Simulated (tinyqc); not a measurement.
Global model of a low-pressure process discharge: electron temperature, density, ion flux and ion energy: one step, computed by the program tinyqc. Command: `OMP_NUM_THREADS=1 python tinyqc.py 3114237 3114238 out.jsonl plasma walk`. One thread of a shared host (Intel(R) Xeon(R) Processor @ 2.30GHz), about 0.01 s of CPU time with the checks.

Maxwellian electrons with temperature T_e in eV, one positive ion, no negative ions, uniform bulk density n; rate constants have the Arrhenius form.

Problem. Energy per pair and density. E_c = E_iz + (X0 exp(-E_ex/T_e) E_ex + K_el (3 m_0/M) T_e)/K_iz; wall potential V_s = (T_e/2) ln(M/(2 pi m_0)); E_T = E_c + 2 T_e + T_e/2 + V_s; n = P/(e u_B A_eff E_T); ion current density J = e h_L n u_B; ionised share n/n_g.

Inputs (values chosen for the exercise, of the order of those of an inductive discharge in a simple atomic gas):
```
quantity                      value   unit
ion mass M                       28      u
ionisation energy E_iz         15.3     eV
excitation prefactor X0     5.9e-15  m^3/s
excitation energy E_ex         8.05     eV
elastic rate constant K_el  7.6e-14  m^3/s
gas temperature T_g             600      K
absorbed power P               1600      W
```

T_e = 2.938150 eV

K_iz = 1.971405e-16 m^3/s

Bohm velocity u_B = 3181.916 m/s

A_eff = 664.0664 cm^2

h_L = 0.2815460

gas density n_g = 1.110589e+20 1/m^3

Constants: m_0 = 9.1093837015e-31 kg; u = 1.6605390666e-27 kg; e = 1.602176634e-19 C.

Give: collisional loss per pair E_c; wall potential V_s; E_T; plasma density n; ion current density J; ionised share.

Solution.

collisional loss per pair E_c = 30.93 eV

wall potential V_s = 13.23 V

E_T = 51.50 eV

plasma density n = 9.178e+11 1/cm^3

ion current density J = 13.17 mA/cm^2

ionised share = 0.008264

Collisions take 60 % of the power and the walls the rest. T_e came from the particle balance alone; the power sets only n.
